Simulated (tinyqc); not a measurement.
The product rho l across metals: free and nearly free electrons in a metal.

Constants: hbar^2/2m0 = 3.80998211 eV angstrom^2; hbar = 6.58211957e-16 eV s.

Free electrons with m = 1; fcc cells hold 4 atoms and bcc cells 2; n = atoms z/a^3, kF = (3 pi^2 n)^(1/3), rho l = hbar kF/(n e^2), e = 1.602176634e-19 C. Inputs are chosen for the exercise.

Results:
```
case     lattice  a (angstrom)  z  rho (micro-ohm cm)  kF (1/angstrom)  EF (eV)  l (nm)  rho l (1e-16 ohm m^2)
near Cu      fcc         3.620  1                1.73            1.357     7.01    38.2                   6.61
near Ca      fcc         5.537  2                3.49            1.117     4.76    27.9                   9.74
near Na      bcc         4.241  1                4.39            0.919     3.22    32.8                  14.40
near Al      fcc         4.028  3                2.58            1.758    11.78    15.2                   3.93
near Au      fcc         4.116  1                2.41            1.193     5.42    35.5                   8.54
near Li      bcc         3.523  1                8.85            1.106     4.66    11.2                   9.94
```

rho l falls as n^(-2/3): it is lowest for the case near Al and highest for near Na. The lowest bulk rho belongs to near Cu; in very narrow wires, where rho l rules, the order changes. Real Fermi surfaces depart from spheres, most for the polyvalent and noble metals.

Program tinyqc; command `OMP_NUM_THREADS=1 python tinyqc.py 1652509 1652510 out.jsonl`; about 0.01 s on one thread of a shared Intel(R) Xeon(R) Processor @ 2.30GHz.
